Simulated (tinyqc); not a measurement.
Changing the electron density n: decay of LO phonons and the hot-phonon bottleneck in the cooling of electrons. Computed by tinyqc, a small Python program. Command: `OMP_NUM_THREADS=1 python tinyqc.py 3019692 3019693 out.jsonl hotphonon sweep`. One thread of a shared host (Intel(R) Xeon(R) Processor @ 2.30GHz), about 0.02 s of CPU time with the checks.

n(E, T) = 1/(exp(E/(k_B T)) - 1) is the Bose occupation. Electrons have a temperature T_e; the LO modes within their reach share one occupation N; the decay products stay at the lattice temperature.

Inputs (values chosen for the exercise, modelled on indium phosphide):
```
quantity                                            value    unit
LO energy hbar omega                                 42.1     meV
lifetime at T = 0, tau_0                              8.1      ps
lattice temperature T                                  77       K
electron mass m*                                   0.0775     m_0
eps_inf                                              9.72       -
static dielectric constant eps_s                     12.1       -
density of LO modes that the electrons reach, N_m   2e+19  1/cm^3
power supplied per electron P                         1.7      nW
```

Decay channel: two equal phonons (Klemens).

Constants: k_B = 8.617333262e-05 eV/K; c = 299792458 m/s; e^2/(4 pi eps_0) = 14.39964548 eV angstrom; hbar^2/(2 m_0) = 3.80998212 eV angstrom^2; hbar = 6.582119569e-16 eV s; e = 1.602176634e-19 C.

Method:
- Decay rate 1/tau = (1/tau_0) [1 + 2 n(hbar omega/2)].
- Full width Gamma = 1/(2 pi c tau) in 1/cm, c in cm/s.
- Froehlich coupling alpha = (e^2/(4 pi eps_0)) (1/eps_inf - 1/eps_s) k_0/(2 hbar omega), k_0 = sqrt(m* hbar omega/(hbar^2/(2 m_0))); emission time tau_sp = hbar/(2 alpha hbar omega); bottleneck ratio r = (n/N_m) tau/tau_sp.
- Net emission per electron: [(N + 1) x - N]/tau_sp with x = exp(-hbar omega/(k_B T_e)), a simple two-level balance; steady state of the modes: n [(N + 1) x - N]/tau_sp = N_m (N - N_0)/tau; power per electron P = hbar omega [(N + 1) x - N]/tau_sp.
- With p = P tau_sp/(hbar omega): N = N_0 + r p and x = (p + N)/(N + 1); without hot phonons N = N_0. The mode temperature T_LO solves n(hbar omega, T_LO) = N.

One run for each value; columns: (1) electron density n (1/cm^3); (2) electron temperature T_e (K); (3) mode temperature T_LO (K); (4) T_e without hot phonons (K); (5) bottleneck ratio r:
```
(1)        (2)   (3)    (4)        (5)
1.00e+16   128    83  126.7  4.825e-02
3.00e+16   131    91  126.7  1.447e-01
1.00e+17   140   108  126.7  4.825e-01
3.00e+17   161   138  126.7  1.447e+00
1.00e+18   217   200  126.7  4.825e+00
3.00e+18   338   323  126.7  1.447e+01
1.00e+19   694   674  126.7  4.825e+01
3.00e+19  1646  1608  126.7  1.447e+02
1.00e+20  4927  4827  126.7  4.825e+02
```

Describe and explain the trends.

Over the rows, electron temperature T_e (K) rises from 128 to 4930 (exponent d ln y / d ln x 0.019 between the first rows and 0.91 between the last); mode temperature T_LO (K) rises from 82.6 to 4830 (exponent d ln y / d ln x 0.085 between the first rows and 0.91 between the last); T_e without hot phonons (K) does not change. The exponent of T_e without hot phonons stays at 0: without hot phonons each electron cools on its own. The exponent of bottleneck ratio r stays at 1: r is proportional to n. Hot phonons add under 5 % to T_e up to n = 3e16 per cm^3 among these rows (r = 0.14); at high n T_LO closes in on T_e.

Caution (rows 1.00e18, 3.00e18, 1.00e19, 3.00e19, 1.00e20): the electrons are degenerate; Pauli blocking and the Fermi energy, left out here, matter. Caution (rows 3.00e19, 1.00e20): at such T_e upper valleys, non-parabolic bands or other phonons can take part.
